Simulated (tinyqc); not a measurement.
CIS and TDHF on RHF in the 6-31g basis, for H3+, spin multiplicity 1, step by step. One step of it, computed by the program tinyqc.

Question. CIS triplet states. Diagonalise A (1 hartree = 27.211386 eV); each vector has its largest component positive (the first on a tie).

CIS matrix A, triplet (hartree), lower triangle:
```
           1>2       1>3        1>4        1>5       1>6
1>2   0.615628
1>3  -0.000003  0.675664
1>4  -0.000030  0.004805   1.061512
1>5   0.171218  0.000004   0.000041   1.432064
1>6   0.000002  0.165105  -0.008331  -0.000007  1.534590
```

Give: triplet excitation energies; lowest vectors.

Answer.

triplet excitation energies (eV): 15.8146  17.5494  28.8849  39.9060  42.5951

lowest vectors:
```
     state 1  state 2  state 3  state 4  state 5
1>2   0.9803  -0.0001  -0.0001   0.1973   0.0000
1>3   0.0001   0.9831   0.0174   0.0000   0.1824
1>4   0.0001  -0.0150   0.9998   0.0001  -0.0145
1>5  -0.1973   0.0000  -0.0001   0.9803  -0.0001
1>6   0.0000  -0.1826   0.0115   0.0001   0.9831
```
